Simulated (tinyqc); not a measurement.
Energy and delay of logic against supply voltage: one step of the calculation.

One expression serves below and above threshold: I(Vg) = Ik [ln(1 + exp((Vg - VT + dd V)/(al nf Vt)))]^al, with I_on = I(V) and I_off = I(0). Gate delay td = kd C V/I_on, clock period LD td. Per gate and cycle the switching energy is act C V^2 and the leakage energy I_off V LD td. No short-circuit current, no variation. Minima are sought above 0.09 V; below a few Vt gates no longer switch and the model has no meaning.

Problem. Currents, delay and energies. I_on, I_off, td, clock frequency 1/(LD td), both energies and their sum.

Inputs (values chosen for the exercise); values of the order met in logic technologies:
- T = 378 K (temperature)
- VT = 0.27 V (threshold voltage at zero drain bias)
- nf = 1.08 (slope factor)
- dd = 0.07 (barrier lowering per volt of supply)
- Ik = 0.63 uA (specific current of a gate)
- al = 1.85 (exponent of the current law)
- C = 0.5 fF (load capacitance of a gate)
- kd = 1.1 (delay factor)
- LD = 20 (logic depth)
- act = 0.2 (activity factor)
- V = 0.38 V (supply voltage)

Constants: q = 1.602176634e-19 C, kB = 1.380649e-23 J/K, Vt = kB T/q. Results are converted to the units shown.

Give: I_on; I_off; td; clock frequency; switching energy; leakage energy; energy.

Solution.

I_on = 2.7423 uA
I_off = 0.60966 nA
td = 76.214 ps
clock frequency = 0.65605 GHz
switching energy = 14.440 aJ
leakage energy = 0.35313 aJ
energy = 14.793 aJ

I_on/I_off = 4500; leakage makes up 2.39 % of the energy.

Range of the model: At a supply of a few Vt gates lose their noise margin, and variation, left out here, decides whether they work.

tinyqc, about 0.01 s, one thread, Intel Xeon 2.30GHz (shared host): `OMP_NUM_THREADS=1 python tinyqc.py 2082182 2082183 out.jsonl`
